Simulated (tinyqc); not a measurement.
Course in time: spin coating of a resist or spin-on film: centrifugal thinning, evaporation and the final thickness (Emslie and Meyerhofer models). Computed by tinyqc, a small Python program. Command: `OMP_NUM_THREADS=1 python tinyqc.py 3112349 3112350 out.jsonl spincoat walk`. One thread of a shared host (Intel(R) Xeon(R) Processor @ 2.30GHz), about 0.09 s of CPU time with the checks.

A Newtonian film stays uniform over the wafer; solvent and solids have the same density and the concentration is uniform through the thickness.

Inputs (values chosen for the exercise, of the order of those of a polymer resist in an ester solvent):

| quantity | value | unit |
|---|---|---|
| solids volume fraction c0 | 0.047 | - |
| kinematic viscosity of the solvent nu_s | 1 | mm^2/s |
| viscosity constant k | 1200 | mm^2/s |
| viscosity exponent gamma | 2.6 | - |
| spin speed f | 800 | rpm |
| evaporation rate at 1000 rpm e0 | 0.083 | micrometre/s |
| starting thickness h0 | 300 | micrometre |
| wafer radius R | 50 | mm |
| shrinkage in the bake | 9.7 | % |

Method:
- omega = 2 pi f/60; nu(c) = nu_s + k c^gamma; evaporation rate e = e0 sqrt(f/1000 rpm).
- Flow constant K = 2 omega^2/(3 nu(c0)); Reynolds number of the air omega R^2/nu_air with nu_air = 15 mm^2/s.
- Meyerhofer estimate: flow rules until (1 - c0) K h^3 = e, then evaporation alone: h_w = (e/((1 - c0) K))^(1/3), dry film c0 h_w.
- Full model for solids s and liquid l per area, h = s + l, c = s/h: ds/dt = -c Q, dl/dt = -(1 - c) Q - e, Q = 2 omega^2 h^3/(3 nu(c)); integrated adaptively (relative tolerance 1e-9) until l = 0.
- Dry film = s at l = 0, before the bake; film after the bake = s x (1 - shrinkage).
- Times are fractions of the time to dry.

omega = 83.7758 1/s

evaporation rate e = 0.0742375 micrometre/s

dry film = 147.711 nm

dry film, estimate = 134.997 nm

History:

| fraction | t (s) | h (micrometre) | c | nu (mm^2/s) | Q/e | s (nm) |
|---|---|---|---|---|---|---|
| 0.003 | 1.4056e-01 | 32.696 | 0.04701 | 1.424 | 1.5475e+03 | 1537.0 |
| 0.010 | 4.6853e-01 | 17.974 | 0.04706 | 1.425 | 2.5690e+02 | 845.9 |
| 0.030 | 1.4056e+00 | 10.365 | 0.04732 | 1.431 | 4.9053e+01 | 490.4 |
| 0.100 | 4.6853e+00 | 5.592 | 0.04897 | 1.471 | 7.4919e+00 | 273.8 |
| 0.200 | 9.3707e+00 | 3.814 | 0.05290 | 1.576 | 2.2198e+00 | 201.8 |
| 0.350 | 1.6399e+01 | 2.651 | 0.06249 | 1.888 | 6.2181e-01 | 165.6 |
| 0.500 | 2.3427e+01 | 1.942 | 0.07872 | 2.618 | 1.7628e-01 | 152.9 |
| 0.700 | 3.2797e+01 | 1.194 | 0.12406 | 6.280 | 1.7100e-02 | 148.2 |
| 0.900 | 4.2168e+01 | 0.496 | 0.29808 | 52.577 | 1.4588e-04 | 147.7 |

Q/e drops below 1 between t = 9.4 and 16 s, when c has risen from 0.047 to about 0.062; after that row the solids fall by a further 11 %. The full model gives 1.09 times the two-stage estimate.
